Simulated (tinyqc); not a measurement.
Interface traps by the conductance method, one level: two steps of the calculation.

MOS capacitor on an n-type substrate; psi is the band bending, negative in depletion; only majority carriers are counted. The traps exchange electrons with the conduction band; their admittance lies in parallel with Cd, and that pair in series with Cox and Rs. w = 2 pi f.

Values chosen for this exercise:

| symbol | value | unit | meaning |
|---|---|---|---|
| f | 89000 | Hz | signal frequency |

Problem 1. Parallel conductance and capacitance. With x = w tau: Gp/w = Cit x/(1 + x^2), Cp = Cd + Cit/(1 + x^2).

Cd = 83.472771 nF/cm^2
tau = 7.3341510e-7 s
Cit = 76.353150 nF/cm^2

Give: x; Gp/w; Cp.

Solution 1.

x = 0.41013
Gp/w = 26.806 nF/cm^2
Cp = 148.83 nF/cm^2

The peak of Gp/w lies at x = 1 with the height 0.5 Cit; this frequency gives 0.351 Cit.

Problem 2. Extraction from the readings. Ignoring Rs: Gp/w = w Cox^2 Gm/[Gm^2 + w^2 (Cox - Cm)^2].

Cox = 156.96060 nF/cm^2
Cm = 77.008538 nF/cm^2
Gm/w = 7.0085804 nF/cm^2

Wanted: extracted Gp/w.

Solution 2.

extracted Gp/w = 26.81 nF/cm^2

tinyqc, about 0.01 s, one thread, Intel Xeon 2.30GHz (shared host): `OMP_NUM_THREADS=1 python tinyqc.py 2030060 2030061 out.jsonl`
